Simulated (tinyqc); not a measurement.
What moves the results: Gamma, L and X subbands of a thin body with non-parabolic valleys. A value that a table varies takes the place of the one given here.

Hard walls, flat band, c = hbar^2/2m0, energies from the bulk Gamma edge. For a valley at angle theta to the normal 1/m_z = cos^2/ml + sin^2/mt and m_d = sqrt(ml mt^2/m_z). Subband n starts at E_v + e with e (1 + a e) = c (n pi/t)^2/m_z, and its density-of-states mass is taken as m_d (1 + 2 a e), without further growth at higher in-plane energy. Groups are named by valley and degeneracy.

n_i = g m/(2 pi c) kB T ln(1 + exp((EF - E_i)/kB T)), sum n_i = Ns (1e12/cm^2 = 1e-4/angstrom^2), c = hbar^2/2m0. Quantum capacitance Cq = 1602.176634 sum g m/(2 pi c) f_i in microfarad/cm^2 with f_i = 1/(1 + exp((E_i - EF)/kB T)); Cox = 34.5313/eot (one gate); C/Cox = Cq/(Cq + Cox), the centroid term left out.

Constants: hbar^2/2m0 = 3.80998211 eV angstrom^2; kB = 8.617333262e-05 eV/K.

Inputs chosen for the exercise (near those of a thin Ge channel; the results hold for these values, not for the real material):
```
symbol  value                          unit         meaning
face    111                                         surface
mG      0.0384                         m0           Gamma mass
aG      1.05                           1/eV         Gamma non-parabolicity
EL      -0.132                         eV           L edge above Gamma
mL      (1.57, 0.083)                  m0           L valleys (four, along <111>): ml, mt
EX      0.055                          eV           X edge above Gamma
mX      (0.901, 0.186)                 m0           Delta valleys (six, along <100>): ml, mt
aS      0.59                           1/eV         non-parabolicity of L and X
Ns      2.8                            x 1e12/cm^2  sheet density
T       300                            K            temperature
eot     8                              angstrom     equivalent oxide thickness
ts      (18, 24, 30, 40, 55, 75, 110)  angstrom     thicknesses
t       26                             angstrom     body thickness
Nl      (0.5, 1, 2, 4, 7, 11, 16)      x 1e12/cm^2  sheet densities
```

## Thinning the body

Lowest edge of each valley type, the lowest group, the Gamma share and C/Cox, with n = 1 to 8 of all groups.

Results:
```
t (angstrom)  Gamma (eV)  L (eV)  X (eV)  lowest  Gamma share (%)  C/Cox
18                 1.286  -0.061   0.431      L1              0.0  0.572
24                 0.882  -0.091   0.283      L1              0.0  0.603
30                 0.648  -0.106   0.207      L1              0.0  0.641
40                 0.424  -0.117   0.143      L1              0.0  0.678
55                 0.255  -0.124   0.103      L1              0.0  0.733
75                 0.150  -0.128   0.081      L1              0.0  0.772
110                0.075  -0.130   0.067      L1              0.0  0.785
```

How do the results move?

From 110 down to 18 angstrom Gamma rises by 1.21 eV, L by 0.07 and X by 0.36 eV, the light Gamma mass moving most. L1 stays lowest throughout. The Gamma share stays near 0 %. C/Cox is 0.79 and 0.57 at the ends and lies between 0.57 and 0.79. Hard walls overstate the rise in the thinnest rows.

## Raising the sheet density

Fixed thickness, n = 1 to 8 of all groups; the gate overdrive above the lowest edge is (EF - E_lowest)/e + 0.1602177 Ns/Cox in volts.

Results:
```
Ns (1e12/cm^2)  EF - lowest (eV)  Gamma share (%)     Cq  C/Cox  overdrive (V)
0.5                       -0.010              0.0   2.44  0.361          0.009
1.0                        0.015              0.0   3.97  0.479          0.052
2.0                        0.048              0.0   5.83  0.575          0.122
4.0                        0.092              0.0   8.60  0.666          0.241
7.0                        0.140              0.0  11.37  0.725          0.400
11.0                       0.192              0.0  13.44  0.757          0.600
16.0                       0.243              0.0  18.96  0.815          0.837
```

What does this show?

The lowest subband is L1 n=1; the light Gamma level lies 889 meV above it, above that valley in the bulk already and lifted further by confinement. At the highest density band filling takes 0.243 V of the 0.837 V overdrive. Cq grows from 2.4 to 19.0 microfarad/cm^2 while EF moves from -0.010 to +0.243 eV against the lowest edge; the Gamma share stays near 0 %.

## What each parameter does

n = 1 to 8 of all groups. Each row changes one parameter from the base and keeps the others.

Results:
```
case                  lowest edge (eV)  EF (eV)  Gamma share (%)  C/Cox
base                            -0.097   -0.030              0.0  0.618
t = 34 angstrom                 -0.112   -0.055              0.0  0.657
mG = 0.0442 m0                  -0.097   -0.030              0.0  0.618
aG = 0.73 1/eV                  -0.097   -0.030              0.0  0.618
EL = -0.182 eV                  -0.147   -0.080              0.0  0.618
Ns = 4.2 x 1e12/cm^2            -0.097   -0.001              0.0  0.672
eot = 6 angstrom                -0.097   -0.030              0.0  0.548
T = 250 K                       -0.097   -0.027              0.0  0.620
```

How do the results move?

The largest shifts from the base row, up to three for each result and ties (the steps differ in size, so this ranks the rows, not the parameters). lowest edge (eV): EL -0.050, t -0.014; unchanged at the printed digits by mG, aG, Ns, eot and T. EF (eV): EL -0.050, Ns +0.028, t -0.025; unchanged at the printed digits by mG, aG and eot. Gamma share (%): unchanged at the printed digits by t, mG, aG, EL, Ns, eot and T. C/Cox: eot -0.070, Ns +0.054, t +0.040; unchanged at the printed digits by mG, aG and EL.

(tinyqc, `OMP_NUM_THREADS=1 python tinyqc.py 1250269 1250270 out.jsonl`, Intel(R) Xeon(R) Processor @ 2.30GHz, 1 thread, shared host, about 0.02 s.)
